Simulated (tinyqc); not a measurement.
Worked calculation: composition and strain of an epitaxial Si(1-x)Ge(x) layer from Raman and X-ray peaks. Computed by tinyqc, a small Python program that keeps every step. Command: `OMP_NUM_THREADS=1 python tinyqc.py 3009347 3009348 out.jsonl epiraman walk`. One thread of a shared host (Intel(R) Xeon(R) Processor @ 2.30GHz), about 0.01 s of CPU time with the checks. Intermediate numbers are printed to about 6 digits and carried at full precision; extremes and crossings named in words are read from the listed rows.

A (001) layer, biaxially strained in the plane. The Raman peaks follow empirical lines omega = w0 + c1 x + c3 x^3 + b eps (c3 for Si-Ge alone), with eps the in-plane strain.

Inputs (values chosen for the exercise, modelled on silicon-germanium):
```
quantity,value,unit
Ge fraction x,0.12,-
degree of relaxation R,0,-
Ge fraction y of the buffer,0.2,-
lattice constant of Si,5.431,angstrom
lattice constant of Ge,5.658,angstrom
bowing B,0.026,angstrom
2 C12/C11 of Si,0.764,-
2 C12/C11 of Ge,0.758,-
Si-Si: w0,520.4,1/cm
Si-Si: c1,-68.5,1/cm
Si-Si: strain coefficient b,-688,1/cm
Si-Ge: w0,400.2,1/cm
Si-Ge: c1,23.6,1/cm
Si-Ge: c3,-34.3,1/cm
Si-Ge: strain coefficient b,-551,1/cm
Ge-Ge: w0,280.3,1/cm
Ge-Ge: c1,19.2,1/cm
Ge-Ge: strain coefficient b,-421,1/cm
uncertainty of a Raman peak,0.1,1/cm
X-ray wavelength,1.540598,angstrom
```

Substrate: relaxed alloy buffer. Pair of peaks used: Si-Si and Ge-Ge.

## Lattice constants and strain

Relaxed lattice constant a(x) = a_Si + (a_Ge - a_Si) x - B x (1 - x). In-plane constant a_par = a_sub + R (a(x) - a_sub); eps = a_par/a(x) - 1; eps_perp = -(2 C12/C11) eps with 2 C12/C11 linear in x; a_perp = a(x) (1 + eps_perp). The buffer has a_sub = a(y).

relaxed constant a(x) = 5.45549 angstrom

substrate constant a_sub = 5.47224 angstrom

a_par = 5.47224 angstrom

in-plane strain eps = 3.06949 per mille

strain along the normal = -2.34288 per mille

a_perp = 5.44271 angstrom

The layer is under tension in the plane and is shortened along the normal.

## Raman peaks

Insert x and eps in the three lines; the strain part is b eps.

Si-Si peak = 510.068 1/cm

Si-Ge peak = 401.281 1/cm

Ge-Ge peak = 281.312 1/cm

strain parts (1/cm): Si-Si -2.11181, Si-Ge -1.69129, Ge-Ge -1.29226

Read as unstrained, the Si-Si peak would give x = 0.151 in place of 0.12. Caution: near either end one of the like-atom peaks is weak, since its intensity follows the number of such bonds.

## X-ray (004) reflection

Bragg angle theta = arcsin(2 lambda/a) for (004), for the substrate with a_sub and the layer with a_perp; separation in arc seconds.

theta of the substrate = 34.2676 degree

theta of the layer = 34.4797 degree

separation, layer less substrate = 763.371 arcsec

## Back from two peaks to composition and strain

Unknowns x and eps (per mille). Newton steps: J d = (measured - model), J = [d omega/dx, d omega/d eps] for the two peaks; start at x = 0.5, eps = 0; stop when |d| < 1e-9. The peaks are rounded to 0.001 per cm; R = (a(x)(1 + eps) - a_sub)/(a(x) - a_sub).

peaks used (1/cm): Si-Si 510.068, Ge-Ge 281.312

Iterations:
```
step,x,eps (per mille),residual 1 (1/cm),residual 2 (1/cm)
0,0.500000,0.00000,23.918,-8.588
1,0.120006,3.06916,0.000,0.000
```

recovered x = 0.120006

recovered eps = 3.06916 per mille

recovered R = 0

## Which pair of peaks is best

For each pair invert J = [d omega/dx, d omega/d eps] at the true x. Independent errors of the given size in both peaks give sigma_x and sigma_eps = uncertainty x (norm of the rows of the inverse of J).

Error propagation:
```
pair,det J,sigma_x,sigma_eps (per mille)
Si-Si and Si-Ge,52.9608,0.00166433,0.135916
Si-Si and Ge-Ge,42.0481,0.00191825,0.169187
Si-Ge and Ge-Ge,1.26742,0.0547117,2.31093
```

The pair Si-Si and Si-Ge fixes x best (sigma_x = 0.0017) and Si-Ge and Ge-Ge worst (0.055), a factor 33. Strain moves all peaks the same way, so a good pair needs different ratios of composition slope to strain coefficient, best of opposite sign; the slopes here are -68.5, 22.1 and 19.2 per cm for Si-Si, Si-Ge and Ge-Ge. Errors in the coefficients themselves are not counted.

## Relaxation at fixed composition

(004) Bragg angle theta = arcsin(2 lambda/a), with a = a_perp for the layer and a_sub for the substrate; separation = layer less substrate. The apparent x is the one that a fully strained layer (R = 0) would need to give the same a_perp.

Signatures:
```
R,eps (per mille),Si-Si (1/cm),Ge-Ge (1/cm),a_perp (angstrom),(004) separation (arcsec),apparent x if R = 0 is assumed
0.00,3.06949,510.068,281.312,5.44271,763.371,0.120000
0.15,2.60907,510.385,281.506,5.44463,713.494,0.125242
0.30,2.14864,510.702,281.699,5.44655,663.661,0.130477
0.50,1.53475,511.124,281.958,5.44910,597.283,0.137447
0.70,0.92085,511.546,282.216,5.45166,530.982,0.144405
0.85,0.46042,511.863,282.410,5.45358,481.307,0.149616
1.00,0.00000,512.180,282.604,5.45549,431.675,0.154820
```

Full relaxation moves the Si-Si peak by +2.11 per cm and shrinks the X-ray separation to 57 % of its strained value, about 1/(1 + 2 C12/C11). A symmetric reflection alone cannot part x from R: a relaxed layer read as strained gives x = 0.155 in place of 0.12. An asymmetric reflection or a second peak is needed.

Checks made by the program: recovered composition (relative difference 5e-05).
